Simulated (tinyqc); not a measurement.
MP2 on RHF in the sto-3g basis, for H4, spin multiplicity 1, step by step. Computed by tinyqc, a small Python program that keeps every step (integrals from PySCF). Settings: charge = 0, multiplicity = 1, basis = sto-3g, method = RHF, energy threshold = 1e-10, iteration cap = 52, orthogonalisation = canonical, start = Wolfsberg-Helmholz matrix, DIIS depth = 6. Command: `OMP_NUM_THREADS=1 python tinyqc.py 28508 28509 out.jsonl` (the two numbers bound the seeds that draw the settings). One thread of a shared host (Intel(R) Xeon(R) Processor @ 2.60GHz), about 0.1 s of CPU time with the checks. The early iterations of the SCF are left out here.

## One-electron integrals

Geometry (angstrom):
```
atom       x       y       z
H     0.0000  0.0000  0.0000
H     0.0000  0.0000  0.9430
H     0.0000  0.0000  1.9800
H     0.0000  0.0000  2.9220
```

Basis sto-3g: exponents (1/bohr^2) and contraction coefficients of normalised primitives:
```
element  l (shell)  exponent  coefficient
H            s (1)    3.4253       0.1543
H            s (1)    0.6239       0.5353
H            s (1)    0.1689       0.4446
```

Overlap, kinetic and nuclear-attraction integrals over the contracted functions; the nuclear repulsion is the sum of Za Zb / Rab.

nuclear repulsion = 2.348978 hartree

overlap S:
```
        1H 1s   2H 1s   3H 1s   4H 1s
1H 1s  1.0000  0.5307  0.1232  0.0215
2H 1s  0.5307  1.0000  0.4750  0.1234
3H 1s  0.1232  0.4750  1.0000  0.5313
4H 1s  0.0215  0.1234  0.5313  1.0000
```

kinetic energy T (hartree):
```
         1H 1s    2H 1s    3H 1s    4H 1s
1H 1s   0.7600   0.1338  -0.0099  -0.0073
2H 1s   0.1338   0.7600   0.0982  -0.0098
3H 1s  -0.0099   0.0982   0.7600   0.1343
4H 1s  -0.0073  -0.0098   0.1343   0.7600
```

nuclear attraction V (hartree):
```
         1H 1s    2H 1s    3H 1s    4H 1s
1H 1s  -2.2145  -1.1762  -0.2600  -0.0433
2H 1s  -1.1762  -2.5302  -1.0968  -0.2605
3H 1s  -0.2600  -1.0968  -2.5306  -1.1780
4H 1s  -0.0433  -0.2605  -1.1780  -2.2151
```

core Hamiltonian H = T + V (hartree):
```
         1H 1s    2H 1s    3H 1s    4H 1s
1H 1s  -1.4544  -1.0424  -0.2699  -0.0506
2H 1s  -1.0424  -1.7702  -0.9986  -0.2703
3H 1s  -0.2699  -0.9986  -1.7705  -1.0437
4H 1s  -0.0506  -0.2703  -1.0437  -1.4550
```

## Two-electron integrals

Functions are numbered as in S; the eight-fold symmetry (ij|kl) = (ji|kl) = (kl|ij) leaves the list below.

Two-electron integrals (ij|kl) in chemists' order, unique and non-zero (hartree):
```
(11|11) 0.7746     (21|11) 0.3364     (21|21) 0.1830     (22|11) 0.4970
(22|21) 0.3364     (22|22) 0.7746     (31|11) 0.0580     (31|21) 0.0349
(31|22) 0.0732     (31|31) 0.0078     (32|11) 0.1699     (32|21) 0.1185
(32|22) 0.2925     (32|31) 0.0313     (32|32) 0.1431     (33|11) 0.2663
(33|21) 0.1843     (33|22) 0.4662     (33|31) 0.0580     (33|32) 0.2925
(33|33) 0.7746     (41|11) 0.0079     (41|21) 0.0050     (41|22) 0.0112
(41|31) 0.0012     (41|32) 0.0053     (41|33) 0.0112     (41|41) 2.15e-04
(42|11) 0.0350     (42|21) 0.0239     (42|22) 0.0581     (42|31) 0.0067
(42|32) 0.0314     (42|33) 0.0733     (42|41) 0.0012     (42|42) 0.0079
(43|11) 0.1154     (43|21) 0.0765     (43|22) 0.1845     (43|31) 0.0239
(43|32) 0.1187     (43|33) 0.3369     (43|41) 0.0050     (43|42) 0.0350
(43|43) 0.1834     (44|11) 0.1811     (44|21) 0.1153     (44|22) 0.2664
(44|31) 0.0349     (44|32) 0.1700     (44|33) 0.4973     (44|41) 0.0079
(44|42) 0.0581     (44|43) 0.3369     (44|44) 0.7746
```

## Orthogonalisation

S = U s U^T; canonical form X = U s^(-1/2), so that X^T S X = 1. Each column of U has its largest component positive (the first on a tie).

eigenvalues of S: 0.2853  0.5558  1.2183  1.9407

X:
```
             1        2        3       4
1H 1s   0.6701   0.7730   0.5525  0.2941
2H 1s  -1.1404  -0.5509   0.3249  0.4134
3H 1s   1.1419  -0.5491  -0.3246  0.4136
4H 1s  -0.6721   0.7724  -0.5519  0.2946
```

## Starting guess

The start is the generalised Wolfsberg-Helmholz matrix (K = 1.75) built on H; D = 2 C_occ C_occ^T.

D at the start:
```
         1H 1s    2H 1s    3H 1s    4H 1s
1H 1s   0.6278   0.5781  -0.2003  -0.4718
2H 1s   0.5781   0.7323   0.1810  -0.2006
3H 1s  -0.2003   0.1810   0.7318   0.5778
4H 1s  -0.4718  -0.2006   0.5778   0.6279
```

## Iteration 6 (converged): orbitals

converged F (hartree):
```
         1H 1s    2H 1s    3H 1s    4H 1s
1H 1s  -0.2711  -0.5057  -0.1594  -0.0102
2H 1s  -0.5057  -0.3657  -0.3911  -0.1596
3H 1s  -0.1594  -0.3911  -0.3661  -0.5062
4H 1s  -0.0102  -0.1596  -0.5062  -0.2715
```

Diagonalise F' = X^T F X, C = X C', fill 2 alpha and 2 beta electrons from the bottom; D = 2 C_occ C_occ^T. Each column has its largest component positive (the first on a tie).

F' = X^T F X (hartree):
```
         1       2        3        4
1   0.8917  0.0001   0.0733  -0.0001
2   0.0001  0.3371   0.0002   0.0065
3   0.0733  0.0002  -0.4025   0.0001
4  -0.0001  0.0065   0.0001  -0.6316
```

orbital energies (hartree): MO1 -0.6317, MO2 -0.4066, MO3 0.3372, MO4 0.8958

coefficients C:
```
          MO1      MO2      MO3      MO4
1H 1s  0.2888   0.5138   0.7749   0.7004
2H 1s  0.4169   0.3890  -0.5478  -1.1204
3H 1s  0.4175  -0.3882  -0.5467   1.1217
4H 1s  0.2895  -0.5132   0.7744  -0.7020
```

D after iteration 6:
```
         1H 1s    2H 1s    3H 1s    4H 1s
1H 1s   0.6947   0.6405  -0.1577  -0.3601
2H 1s   0.6405   0.6503   0.0461  -0.1579
3H 1s  -0.1577   0.0461   0.6500   0.6402
4H 1s  -0.3601  -0.1579   0.6402   0.6944
```

## Convergence

Stop when the energy changes by less than 1e-10 hartree and every element of the error matrix X^T (F D S - S D F) X is below 3e-06.

Course of the cycle:
```
iteration  E (hartree)     change  largest element of the error matrix
1            -2.107861          -                             1.81e-01
2            -2.128060  -2.02e-02                             3.36e-02
3            -2.129122  -1.06e-03                             6.36e-03
4            -2.129173  -5.12e-05                             2.79e-05
5            -2.129173  -6.93e-10                             4.44e-06
6            -2.129173  -1.77e-11                             1.90e-07
```

PySCF RHF in the same basis = -2.129173 hartree

Converged in 6 iterations.

## Populations, bond orders and dipole

Mulliken: Z minus the diagonal of D S on the atom; Loewdin: the same with S^(1/2) D S^(1/2); Mayer order: 2 sum_s sum (D(s) S)_ij (D(s) S)_ji over the two atoms.

Charges (e):
```
atom  Mulliken  Loewdin
1H     -0.0074  -0.0223
2H      0.0074   0.0222
3H      0.0074   0.0222
4H     -0.0073  -0.0222
```

Mayer bond orders:
```
pair    order
2-1    0.8790
3-1   -0.0016
3-2    0.1225
4-1    0.1225
4-2   -0.0016
4-3    0.8790
```

dipole moment about the origin, x y z (debye): 0.0000  0.0000  0.0005

## Integrals over molecular orbitals

(pq|rs) = sum C_ip C_jq C_kr C_ls (ij|kl), one index at a time.

one-electron integrals over orbitals h = C^T H C (hartree):
```
         1        2        3        4
1  -1.8494   0.0001   0.1567  -0.0002
2   0.0001  -1.5905   0.0003   0.1299
3   0.1567   0.0003  -1.2385   0.0000
4  -0.0002   0.1299   0.0000  -0.8901
```

Two-electron integrals over orbitals (pq|rs), unique and non-zero (hartree):
```
(11|11) 0.4940      (21|11) -2.79e-04   (21|21) 0.1665      (22|11) 0.4451
(22|21) 2.22e-04    (22|22) 0.4602      (31|11) -0.0755     (31|21) -1.65e-04
(31|22) 0.0065      (31|31) 0.1081      (32|11) -3.02e-04   (32|21) 0.0941
(32|22) 1.40e-04    (32|31) 1.06e-04    (32|32) 0.1285      (33|11) 0.4533
(33|21) 1.77e-04    (33|22) 0.4528      (33|31) -0.0105     (33|32) 9.01e-05
(33|33) 0.4734      (41|11) 1.88e-04    (41|21) -0.0397     (41|22) -4.34e-05
(41|31) -1.26e-04   (41|32) 0.0566      (41|33) -2.70e-05   (41|41) 0.0938
(42|11) -0.0803     (42|21) -1.35e-04   (42|22) -0.0089     (42|31) 0.0994
(42|32) 1.35e-04    (42|33) -0.0076     (42|41) -1.08e-04   (42|42) 0.1058
(43|11) -2.52e-04   (43|21) 0.1589      (43|22) 2.43e-04    (43|31) -1.48e-04
(43|32) 0.0952      (43|33) 2.00e-04    (43|41) -0.0373     (43|42) -1.39e-04
(43|43) 0.1709      (44|11) 0.5197      (44|21) -2.26e-04   (44|22) 0.4730
(44|31) -0.0803     (44|32) -2.93e-04   (44|33) 0.4890      (44|41) 1.83e-04
(44|42) -0.0896     (44|43) -2.19e-04   (44|44) 0.5782
```

## Second-order Moller-Plesset energy

Hartree-Fock energy = -2.129173 hartree

E2 = sum_ijab (ia|jb) [2 (ia|jb) - (ib|ja)] / (e_i + e_j - e_a - e_b) over occupied i, j and virtual a, b; the opposite-spin part is (ia|jb)^2 / denominator, the rest is same-spin, and SCS-MP2 scales them by 6/5 and 1/3.

Terms:
```
i  j  a  b    (ia|jb)    (ib|ja)  denominator       term
2  2  3  3     0.1285     0.1285      -1.4876    -0.0111
2  1  4  3     0.0994     0.0566      -2.2713    -0.0062
1  2  3  4     0.0994     0.0566      -2.2713    -0.0062
1  1  3  3     0.1081     0.1081      -1.9377    -0.0060
2  2  4  4     0.1058     0.1058      -2.6049    -0.0043
1  1  4  4     0.0938     0.0938      -3.0550    -0.0029
1  2  4  3     0.0566     0.0994      -2.2713  -3.43e-04
2  1  3  4     0.0566     0.0994      -2.2713  -3.43e-04
2  2  4  3   1.35e-04   1.35e-04      -2.0462  -8.85e-09
2  2  3  4   1.35e-04   1.35e-04      -2.0462  -8.85e-09
1  2  3  3   1.06e-04   1.06e-04      -1.7126  -6.51e-09
2  1  3  3   1.06e-04   1.06e-04      -1.7126  -6.51e-09
1  1  4  3  -1.26e-04  -1.26e-04      -2.4964  -6.36e-09
1  1  3  4  -1.26e-04  -1.26e-04      -2.4964  -6.36e-09
1  2  4  4  -1.08e-04  -1.08e-04      -2.8299  -4.11e-09
2  1  4  4  -1.08e-04  -1.08e-04      -2.8299  -4.11e-09
```

Pair energies (hartree; pair i-j sums ij and ji):
```
pair  opposite spin  same spin
1-1         -0.0089          0
2-1         -0.0115    -0.0016
2-2         -0.0154          0
```

MP2 correlation energy = -0.037459 hartree

SCS-MP2 correlation energy = -0.043551 hartree

MP2 total energy = -2.166632 hartree
